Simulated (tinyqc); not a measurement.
Peak shift with the field.

The DLTS signal is S = C(t2) - C(t1), the change of the capacitance transient between two sampling times. Emission rate en = sn vth(T) Nc(T) exp(-Et/kB T) = sn g T^2 exp(-Et/kB T), g = vth Nc/(300 K)^2, as vth goes as T^0.5 and Nc as T^1.5 (degeneracy factor 1). For an exponential transient S peaks where en = ew = ln(t2/t1)/(t2 - t1). A Coulomb centre of charge +q (when empty) in the field F lowers its barrier by dE = sqrt(q F/(pi eps0 eps_r)) along the field. One-dimensional rate: en exp(b), b = dE/kB T; three-dimensional (Hartke): en {[1 + (b - 1) exp(b)]/b^2 + 1/2}. The peak temperatures solve rate = ew.

Parameters, values chosen for the exercise; material values close to those of indium phosphide:
- eps_r = 12.4 (relative permittivity)
- Nc = 5.61e17 cm^-3 (conduction-band density of states at 300 K)
- vth = 4.2e7 cm/s (thermal velocity at 300 K)
- Et = 0.33 eV (depth of the trap below the conduction edge)
- sn = 2.5e-15 cm^2 (capture cross-section)
- t1 = 0.5 ms (first sampling time)
- t2 = 2.5 ms (second sampling time)

Constants: q = 1.602176634e-19 C, kB = 1.380649e-23 J/K, eps0 = 8.8541878128e-14 F/cm where lengths are in cm. Results are converted to the units shown.

Result of one run:
```
F (kV/cm),dE (meV),"T peak, one-dimensional (K)","T peak, three-dimensional (K)"
280,114.0,149.9,169.6
```

What becomes of these results when the field at the trap F is changed from 280 to 4.4 kV/cm, all else the same?

Result of the changed run:
```
F (kV/cm),dE (meV),"T peak, one-dimensional (K)","T peak, three-dimensional (K)"
4.4,14.30,210.5,215.8
```

The whole series:
```
F (kV/cm),dE (meV),"T peak, one-dimensional (K)","T peak, three-dimensional (K)"
1.9,9.394,213.5,217.0
4.4,14.30,210.5,215.8
10,21.55,206.2,213.7
23,32.69,199.5,210.0
54,50.08,189.0,203.1
120,74.66,174.1,191.4
280,114.0,149.9,169.6
```

dE grows as the square root of F, from 9.39 to 114 meV. The peak, at 219.1 K without field, moves down by 69.2 K (one-dimensional) or 49.5 K (three-dimensional) in the last row. A centre that is neutral when empty has no such long-range lowering, so the shift tells the charge state.

Numbers from tinyqc (`OMP_NUM_THREADS=1 python tinyqc.py 2050002 2050003 out.jsonl`; about 0.01 s on one thread of a shared Intel Xeon 2.30GHz).
